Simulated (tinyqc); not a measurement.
Shockley-Read-Hall recombination through one deep level: sweeps and comparisons. A value that a table varies takes the place of the one given here.

One level at Et with degeneracy 1: tn = 1/(sn vth Nt), tp = 1/(sp_ vth Nt), n1 = Nc exp((Et - Eg)/kT), p1 = Nv exp(-Et/kT), ni^2 = n1 p1. Equilibrium p0 = Nm, n0 = ni^2/Nm; n = n0 + dn, p = p0 + dn. U = (n p - ni^2)/(tp (n + n1) + tn (p + p1)), lifetime dn/U; emission rates en = sn vth n1, ep = sp_ vth p1.

Constants: kB = 8.617333262e-05 eV/K.

Inputs chosen for the exercise (gap and densities of states near those of Si at this temperature; not measured data):
- E1 = 0.821 eV (level (+1/0) above Ev)
- E2 = 0.593 eV (level (0/-1) above Ev)
- gm = 2 (degeneracy of the middle state, the others 1)
- T = 300 K
- Eg = 1.108 eV (gap)
- Nc = 2.71e+19 1/cm^3 (conduction-band density of states)
- Nv = 1.05e+19 1/cm^3 (valence-band density of states)
- Nd = -1.7e+15 1/cm^3 (ionised shallow donors minus acceptors)
- Et = 0.593 eV (recombination level above Ev)
- Nt = 5.2e+15 1/cm^3 (defects)
- sn = 2.5e-15 cm^2 (electron capture cross-section)
- sp_ = 2.9e-15 cm^2 (hole capture cross-section)
- vth = 14000000 cm/s (thermal velocity, both carriers)
- Nm = 5.2e+16 1/cm^3 (equilibrium holes for the lifetime steps)
- dn = 1.9e+13 1/cm^3 (excess pairs)

## Charge state against the Fermi level (deep level with several charge states)

Energies from Ev. The defect has charge states +1, 0, -1 with weights 1, gm exp((EF - E1)/kT), exp((2 EF - E1 - E2)/kT); the shares are the weights over their sum. Boltzmann carriers: n = Nc exp((EF - Eg)/kT), p = Nv exp(-EF/kT). Neutrality: p - n + Nd + Nt <q> = 0.

Shares:
```
EF (eV)     +1      0     -1     <q>
0.066    1.000  0.000  0.000   1.000
0.155    1.000  0.000  0.000   1.000
0.244    1.000  0.000  0.000   1.000
0.332    1.000  0.000  0.000   1.000
0.421    1.000  0.000  0.000   1.000
0.510    1.000  0.000  0.000   1.000
0.598    0.999  0.000  0.000   0.999
0.687    0.817  0.009  0.174   0.643
0.776    0.005  0.002  0.994  -0.989
0.864    0.000  0.000  1.000  -1.000
0.953    0.000  0.000  1.000  -1.000
1.042    0.000  0.000  1.000  -1.000
```

E2 lies below E1 (negative U = -0.228 eV), so the charge goes from +1 to -1 near (E1 + E2)/2 = 0.707 eV, two electrons at once; the middle state never exceeds a share of 0.012.

## Defects against doping (deep level with several charge states)

Nt takes the listed multiples of |Nd|; the resistivity uses mobilities of 1000 (electrons) and 300 (holes) cm^2/(V s), chosen for the exercise, and e = 1.602176634e-19 C.

Neutral state:
```
Nt/|Nd|  EF (eV)  n (1/cm^3)  p (1/cm^3)  rho (ohm cm)
0.01      0.2259    4.12e+04    1.68e+15          12.4
0.10      0.2284    4.53e+04    1.53e+15          13.6
0.30      0.2349    5.82e+04    1.19e+15          17.5
0.60      0.2493    1.02e+05    6.80e+14          30.6
0.90      0.2852    4.08e+05    1.70e+14           122
1.10      0.6669    1.05e+12    6.58e+07      5.93e+03
1.50      0.6859    2.20e+12    3.16e+07      2.84e+03
3.00      0.6979    3.50e+12    1.98e+07      1.78e+03
10.00     0.7044    4.49e+12    1.54e+07      1.39e+03
```

EF goes from 0.226 to 0.704 eV and the resistivity from 12.4 to 1.39e+03 ohm cm, with a largest value of 5.93e+03. The largest move of EF, +0.382 eV, comes between Nt/|Nd| = 0.9 and 1.1; the levels lie at 0.821 and 0.593 eV. A defect can take up to one carrier of either sign, so the doping can be cancelled no earlier than Nt = |Nd|, there only if EF lies well beyond the level that takes the carriers and otherwise at larger Nt (mean charge +0.10 in the last row). The type changes along the table.

## Lifetime against injection

Recombination:
```
dn (1/cm^3)  lifetime (microsecond)  U (1/(cm^3 s))
1.0e+11                    0.005495        1.82e+19
1.0e+12                    0.005495        1.82e+20
1.0e+13                    0.005495        1.82e+21
1.0e+14                    0.005504        1.82e+22
1.0e+15                    0.005584        1.79e+23
1.0e+16                    0.006258        1.60e+24
1.0e+17                    0.008611        1.16e+25
1.0e+18                    0.009997        1.00e+26
```

The lifetime rises from 0.005495 to 0.009997 microsecond; tn + tp = 0.01023. At low injection it is tn (1 + p1/p0) + tp n1/p0 with n1/Nm = 1.2e-06 and p1/Nm = 2.2e-08: re-emission is negligible, so minority capture alone counts. Auger and radiative paths are left out; they cut in at the highest injections, and in a doped direct-gap crystal the radiative one counts at all injections. dn = dp neglects trapped charge, which matters where the traps hold a charge comparable with dn, at low injection and with very unequal cross sections.

## Where a level does most harm

Et takes the values listed; G = Nt en ep/(en + ep) in a depleted region; the lifetime is for dn = 1e11 1/cm^3.

Results:
```
Et (eV)  lifetime (microsecond)  G (1/(cm^3 s))
0.066                    0.0919        1.54e+10
0.155                   0.00826        4.82e+11
0.244                   0.00558        1.51e+13
0.332                   0.00550        4.54e+14
0.421                   0.00549        1.42e+16
0.510                   0.00549        4.13e+17
0.598                   0.00549        1.96e+17
0.687                   0.00549        6.38e+15
0.776                   0.00550        2.04e+14
0.864                   0.00569        6.78e+12
0.953                    0.0116        2.17e+11
1.042                     0.198        6.93e+09
```

Generation peaks where en = ep, at Eg/2 + (kT/2) ln(sp_ Nv/(sn Nc)) = 0.544 eV; the largest value listed is at 0.510 eV, and G falls by a decade for each 0.060 eV away from the peak. The lifetime is within a factor 2 of its minimum, 0.00549 microsecond, from 0.155 to 0.864 eV: recombination tolerates a wide range of Et, generation a narrow one.

## What moves lifetime and leakage

G = Nt en ep/(en + ep). Each row changes one parameter from the base and keeps the others.

Results:
```
case                  lifetime (microsecond)  G (1/(cm^3 s))
base                                0.005496        2.37e+17
Et = 0.633 eV                       0.005496        5.14e+16
sn = 5e-15 cm^2                     0.002749        2.39e+17
sp_ = 5.8e-15 cm^2                  0.005495        4.64e+17
Nt = 2.6e+15 1/cm^3                  0.01099        1.18e+17
Nm = 1.56e+17 1/cm^3                0.005495        2.37e+17
dn = 5.7e+13 1/cm^3                 0.005500        2.37e+17
```

The largest shifts from the base row, up to three for each result and ties (the steps differ in size, so this ranks the rows, not the parameters). lifetime (microsecond): Nt +0.00550, sn -0.00275, dn +3.46e-06; unchanged at the printed digits by Et. G (1/(cm^3 s)): sp_ +2.27e+17, Et -1.85e+17, Nt -1.18e+17; unchanged at the printed digits by Nm and dn.

(tinyqc, `OMP_NUM_THREADS=1 python tinyqc.py 1651459 1651460 out.jsonl`, Intel(R) Xeon(R) Processor @ 2.30GHz, 1 thread, shared host, about 0.01 s.)
